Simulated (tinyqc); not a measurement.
Resistance of a tapered via with liner, size effect and interface: one step of the calculation.

A round via whose diameter grows from db at the bottom as D(z) = db + 2 z/tan(ang). The fill, of diameter D - 2 tl, starts above the bottom liner (thickness fb tl) and has rho = rho0 (1 + ks lam/(D - 2 tl)); the sidewall liner conducts in parallel with it. The bottom liner and the interface are crossed over the full area pi db^2/4. Spreading in the lines above and below is left out.

Question. Slices of the via. Slices between z0 = fb tl and hv, evaluated at their midpoints: conductance per length pi/4 [(D - 2 tl)^2/rho + (D^2 - (D - 2 tl)^2)/rl], slice resistance = slice height over that. 10 slices.

Values chosen for this exercise; fill metal close to cobalt: diameter at the bottom db = 12 nm; height hv = 31 nm; sidewall angle ang = 87 degrees; bulk resistivity of the fill rho0 = 6.09 uohm cm; mean free path of the fill lam = 11.6 nm; size-effect factor ks = 1.5; liner on the sidewall tl = 1.1 nm; liner at the bottom over that on the sidewall fb = 0.5; resistivity of the liner rl = 300 uohm cm.

Wanted: z; D; rho; slice resistance.

Answer.

```
slice  z (nm)  D (nm)  rho (uohm cm)  slice resistance (ohm)
0       2.072   12.22          16.67                   6.270
1       5.117   12.54          16.34                   5.782
2       8.162   12.86          16.03                   5.345
3       11.21   13.17          15.75                   4.954
4       14.25   13.49          15.47                   4.602
5       17.30   13.81          15.21                   4.284
6       20.34   14.13          14.97                   3.996
7       23.39   14.45          14.74                   3.735
8       26.43   14.77          14.52                   3.498
9       29.48   15.09          14.31                   3.282
```

Program tinyqc, `OMP_NUM_THREADS=1 python tinyqc.py 2750127 2750128 out.jsonl`; Intel Xeon 2.30GHz, shared host, one thread, about 0.01 s.
